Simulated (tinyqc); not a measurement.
Virtual crystal, CPA and unmixed bands: coherent potential approximation for a binary alloy with a semi-elliptic band.

Site levels eA = -x d (share 1 - x) and eB = (1 - x) d (share x), so that their mean, the virtual crystal, is 0. Pure band: G0(z) = 2 (z - sqrt(z - W) sqrt(z + W))/W^2 with principal roots, density -Im G/pi per site. The medium has a self-energy S(z), G = G0(z - S), z = E + i eta. t_i = (e_i - S)/(1 - (e_i - S) G); the CPA demands <t> = (1 - x) tA + x tB = 0. Iteration: start at S = 0, set S(new) = S + <t>/(1 + <t> G), stop when |<t>| < 1e-9 eV.

Values chosen for the exercise: W = 3.8 eV (half width of the pure band); x = 0.5 (fraction of B); d = 3.38 eV (eB - eA); eta = 0.076 eV (broadening); E1 = -5.5 eV (first energy); dE = 0.78 eV (step).

Fifteen energies E1 + j dE. Virtual crystal: G0(z). Unmixed: (1 - x) G0(z - eA) + x G0(z - eB), the limit of large separate grains.

Densities (1/eV) and self-energy (eV):
```
E (eV),virtual crystal,CPA,unmixed,Re S,Im S
-5.50,0.0013,0.0024,0.0098,-0.6217,-0.0139
-4.72,0.0023,0.0233,0.0494,-0.8677,-0.0906
-3.94,0.0089,0.0868,0.0665,-0.9159,-0.3596
-3.16,0.0899,0.1121,0.0766,-0.9310,-0.5535
-2.38,0.1273,0.1232,0.0837,-0.9471,-0.7629
-1.60,0.1487,0.1234,0.1225,-0.9652,-1.0374
-0.82,0.1603,0.1117,0.1411,-0.9684,-1.5023
-0.04,0.1642,0.0837,0.1467,-0.1882,-2.7717
0.74,0.1610,0.1096,0.1422,0.9635,-1.5751
1.52,0.1502,0.1228,0.1253,0.9670,-1.0726
2.30,0.1301,0.1237,0.0847,0.9489,-0.7869
3.08,0.0949,0.1138,0.0774,0.9326,-0.5735
3.86,0.0134,0.0903,0.0677,0.9176,-0.3802
4.64,0.0025,0.0349,0.0516,0.8857,-0.1325
5.42,0.0013,0.0026,0.0165,0.6369,-0.0150
```

d/W = 0.89. CPA and virtual crystal differ by at most 0.080 1/eV, at -0.04 eV, against a peak of 0.168 for the pure band. |Im S| is largest at -0.04 eV (Im S = -2.772 eV); where the density is near zero this is no damping of states. The CPA density has a dip at -0.04 eV (0.0837): the band is parting, or has parted, into an A-like and a B-like subband (in a true gap only the tail of eta remains), which no virtual crystal can show.

Program tinyqc; command `OMP_NUM_THREADS=1 python tinyqc.py 1481493 1481494 out.jsonl`; about 0.01 s on one thread of a shared Intel(R) Xeon(R) Processor @ 2.30GHz.
